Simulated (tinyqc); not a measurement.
Channel direction: nanosheet or nanowire with hard walls, valleys of the Si type.

Six ellipsoidal valleys along the cube axes: inverse mass tensor w = 1/mt + (1/ml - 1/mt) a a^T with a the unit axis. Device axes: x along the channel, z = [001], y = z x x.

Hard walls around a W x H rectangle. The block w_c of w in (y, z) confines; the transport mass follows from 1/m_x = w_xx - w_xc w_c^-1 w_cx. The cross-section problem c (w_yy ky^2 + 2 w_yz ky kz + w_zz kz^2), c = hbar^2/2m0, is solved in products sin(n pi y/W) sin(l pi z/H), n, l = 1 to 12; if w_yz = 0 the levels are c pi^2 (w_yy n^2/W^2 + w_zz l^2/H^2). The w_yz term couples (n, l) to (n', l') by -2 c w_yz D_nn'(W) D_ll'(H) with D_nm(L) = 4 n m/(L (n^2 - m^2)) for n + m odd and 0 otherwise.

Without degeneracy the line density is N1 exp((EF - Ec)/kB T) with N1 = sum 2 g sqrt(m_x kB T/(4 pi c)) exp(-E/kB T), here over n, l up to 80 where w_yz = 0 and over all levels of a 12 x 12 sine basis otherwise; the classical value is W H Nc with Nc = 2 g_all (m_dos kB T/(4 pi c))^(3/2), m_dos = (ml mt^2)^(1/3); dVt = kB T ln(W H Nc/N1).

Constants: hbar^2/2m0 = 3.80998211 eV angstrom^2; kB = 8.617333262e-05 eV/K.

Parameters, chosen for this exercise (near those of Si; the results hold for these values, not for the real material): ml = 0.905 m0 (longitudinal mass); mt = 0.188 m0 (transverse mass); T = 300 K (temperature); g_all = 6 (number of valleys); W = 245 angstrom (width, along y); H = 76 angstrom (height, along z = [001]).

The same rectangle along [100] and [110]; groups ordered by w_zz, then w_yy.

Lowest level of each group:
```
channel, group  valleys g   w_yy   w_zz  |w_yz|  m_x (m0)  E (eV)
[100] A                 2  5.319  1.105   0.000     0.188  0.0105
[100] B                 2  1.105  5.319   0.000     0.188  0.0353
[100] C                 2  5.319  5.319   0.000     0.905  0.0380
[110] A                 2  5.319  1.105   0.000     0.188  0.0105
[110] B                 4  3.212  5.319   0.000     0.546  0.0366
```

What can be read from this table?

The lowest subband has m_x = 0.188 m0 and 2 valleys along [100], and 0.188 m0 and 2 valleys along [110]; its edge lies at 0.0105 and 0.0105 eV. These valleys have their axis along z, so turning the channel in the wafer plane leaves them alone; only the higher groups change.

Computed by tinyqc, a small Python program: `OMP_NUM_THREADS=1 python tinyqc.py 1250098 1250099 out.jsonl` (the numbers bound the seed that draws the inputs); one thread of a shared host (Intel(R) Xeon(R) Processor @ 2.30GHz), about 0.03 s for the whole set of steps.
